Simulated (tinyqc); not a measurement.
Undoped symmetric double-gate MOSFET, analytic potential model: one step of the calculation.

An undoped body of thickness ts between two equal insulators and tied gates; long channel, electrons only, n = ni exp((psi - V)/Vt) with V the quasi-Fermi potential (0 at the source, Vd at the drain), constant mobility, no quantisation. Across the body psi(x) = V - 2 Vt ln[(ts/(2 beta)) sqrt(q ni/(2 eps0 eps_r Vt)) cos(2 beta x/ts)], x from the centre. Q is the electron charge per area of the whole body.

Question. Charges and drain current. beta (between 0 and pi/2) solves (Vg - V0 - V)/(2 Vt) = ln(beta) - ln(cos beta) + 2 r beta tan(beta). Q = 8 eps0 eps_r Vt beta tan(beta)/ts; I = mu (1/L)(4 eps0 eps_r/ts)(2 Vt)^2 [g(beta_s) - g(beta_d)] per width, g = beta tan(beta) - beta^2/2 + r beta^2 tan^2(beta), with beta_s at V = 0 and beta_d at V = Vd.

Parameters, values chosen for the exercise; material values close to those of silicon:
- T = 273 K (temperature)
- eps_r = 11.8 (relative permittivity of the semiconductor)
- ts = 10 nm (body thickness)
- mu = 690 cm^2/(V s) (channel mobility)
- L = 0.1 um (gate length)
- Vd = 1 V (drain voltage)

Constants: q = 1.602176634e-19 C, kB = 1.380649e-23 J/K, Vt = kB T/q, eps0 = 8.8541878128e-14 F/cm where lengths are in cm. Results are converted to the units shown.

beta_s = 1.3515365
beta_d = 5.4718288e-6
r = 0.60272418

Give: Qs; Qd; g(beta_s); g(beta_d); I.

Answer.

Qs = 1193 nC/cm^2
Qd = 5.887e-9 nC/cm^2
g(beta_s) = 27.32
g(beta_d) = 1.497e-11
I = 1744 uA/um

The term r beta^2 tan^2(beta), which gives the square law, makes up 81.1 % of g at the source.

Computed by the program tinyqc: `OMP_NUM_THREADS=1 python tinyqc.py 2440035 2440036 out.jsonl`, one thread of a shared Intel Xeon 2.30GHz, about 0.01 s for the whole run.
